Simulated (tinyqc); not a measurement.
From results back to parameters: heterojunction of two tight-binding chains.

Problem. A state bound at the interface below both bands solves E - 2 t1 - U + t1 z1 + (tc^2/t2) z2 = 0, with z the root of z + 1/z = 2 - (E - bottom)/t that has |z| < 1. Its energy was computed for a hidden U.

Left chain: hopping -t1, sites at 2 t1 (band bottom 0). Right chain: hopping -t2, sites at dE + 2 t2 (bottom dE). t = c/(m a^2), c = hbar^2/2m0. The bond across the interface is -tc with tc = f sqrt(t1 t2), and the last left site has the extra energy U. In a chain E = bottom + 2t (1 - cos(ka)); the surface Green function of a half chain is g = -exp(ika)/t, with Im k > 0 where cos(ka) > 1.

Constants: hbar^2/2m0 = 3.80998211 eV angstrom^2.

Values chosen for the exercise (masses and offset of the size met at GaAs / AlGaAs; shifted at random, so the results belong to these values and not to a real crystal):
- a = 5 angstrom (site spacing)
- m1 = 0.071 m0 (mass on the left)
- m2 = 0.09 m0 (mass on the right)
- dE = 0.28 eV (band offset)
- f = 1 (factor on the interface hopping)

E = -0.122585 eV

Find: z1, z2; U.

Solution. Form the hoppings, solve the two quadratics for z, and read U from the equation, which is linear in it.

z1, z2: 0.7879  0.6170

U = -1.40 eV

Run: tinyqc, `OMP_NUM_THREADS=1 python tinyqc.py 1452608 1452609 out.jsonl`; Intel(R) Xeon(R) Processor @ 2.30GHz, one thread, shared host; about 0.01 s of CPU time with all checks.
